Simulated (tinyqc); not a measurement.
MOS inversion layer, Poisson-Schroedinger loop: one step of the calculation.

Electrons confined at an insulator interface at z = 0, treated as a hard wall; parabolic valleys, Hartree approximation, no image or exchange terms. The depletion charge lies far deeper than the electrons and gives a uniform field q Nd/(eps0 eps_r); the gate balances all charge. Energies are counted from the band edge at the interface.

Task. Density, output potential and mixing. n_i = sum_k N_k |psi_k|^2 (converted to cm^-3). Hartree part by Gauss: on the interval before node i the electrons still beyond are S_i = Ns - hz sum_(j<i) n_j, and U_i = U_(i-1) + q S_i hz/(eps0 eps_r) in eV, U_0 = 0 at the interface. Mixing: U(new) = U + a (U(out) - U).

Values chosen for this exercise; masses and permittivity close to those of germanium (111): relative permittivity eps_r = 16.2; sheet density of electrons Ns = 9.4e11 cm^-2; mixing factor a = 0.3.

Constants: q = 1.602176634e-19 C, eps0 = 8.8541878128e-14 F/cm where lengths are in cm. Results are converted to the units shown.

z, node 1 to 19 (nm): [2.6, 5.2, 7.8, 10.4, 13, 15.6, 18.2, 20.8, 23.4, 26, 28.6, 31.2, 33.8, 36.4, 39, 41.6, 44.2, 46.8, 49.4]
N_k (cm^-2): A1 7.8277470e10, A2 6.1546653e10, B1 5.3720951e11, B2 2.6296637e11
self-consistent potential U at the start, node 1 to 19 (eV): [0, 0, 0, 0, 0, 0, 0, 0, 0, 0, 0, 0, 0, 0, 0, 0, 0, 0, 0]
|psi|^2 of A1, node 1 to 19 (1/nm): [0.26573659, 0.10619395, 0.01201800, 0.00064605, 0.00002036, 0.00000042, 0.00000001, 0.00000000, 0.00000000, 0.00000000, 0.00000000, 0.00000000, 0.00000000, 0.00000000, 0.00000000, 0.00000000, 0.00000000, 0.00000000, 0.00000000]
|psi|^2 of A2, node 1 to 19 (1/nm): [0.09866166, 0.13195434, 0.13046890, 0.02194523, 0.00152559, 0.00005823, 0.00000141, 0.00000002, 0.00000000, 0.00000000, 0.00000000, 0.00000000, 0.00000000, 0.00000000, 0.00000000, 0.00000000, 0.00000000, 0.00000000, 0.00000000]
|psi|^2 of B1, node 1 to 19 (1/nm): [0.027261402, 0.075008027, 0.096141183, 0.082792948, 0.054310927, 0.028872200, 0.012903857, 0.004968116, 0.001676763, 0.000502664, 0.000135239, 0.000032929, 0.000007307, 0.000001486, 0.000000278, 0.000000048, 0.000000008, 0.000000001, 0.000000000]
|psi|^2 of B2, node 1 to 19 (1/nm): [0.025689889, 0.046845401, 0.022051155, 0.000045372, 0.019005186, 0.055201604, 0.072360155, 0.063193022, 0.041883994, 0.022451263, 0.010104574, 0.003914114, 0.001328164, 0.000400049, 0.000108041, 0.000026342, 0.000005796, 0.000001115, 0.000000150]

Give: n; U(out); U after round 1.

Result.

n, node 1 to 19 (in units of 1e17 cm^-3): [4.8274, 6.9048, 6.6417, 4.5890, 3.4270, 3.0030, 2.5960, 1.9287, 1.1915, 0.6174, 0.2730, 0.1047, 0.0353, 0.0106, 0.0029, 0.0007, 0.0002, 0.0000, 0.0000]
U(out), node 1 to 19 (eV): [0.02730, 0.05095, 0.06939, 0.08282, 0.09278, 0.10015, 0.10526, 0.10840, 0.11009, 0.11088, 0.11120, 0.11132, 0.11136, 0.11137, 0.11137, 0.11137, 0.11137, 0.11137, 0.11137]
U after round 1, node 1 to 19 (eV): [0.008190, 0.015286, 0.020818, 0.024846, 0.027834, 0.030045, 0.031577, 0.032520, 0.033027, 0.033264, 0.033360, 0.033395, 0.033407, 0.033410, 0.033411, 0.033411, 0.033411, 0.033411, 0.033411]

Program tinyqc, `OMP_NUM_THREADS=1 python tinyqc.py 2160004 2160005 out.jsonl`; Intel Xeon 2.30GHz, shared host, one thread, about 1 s.
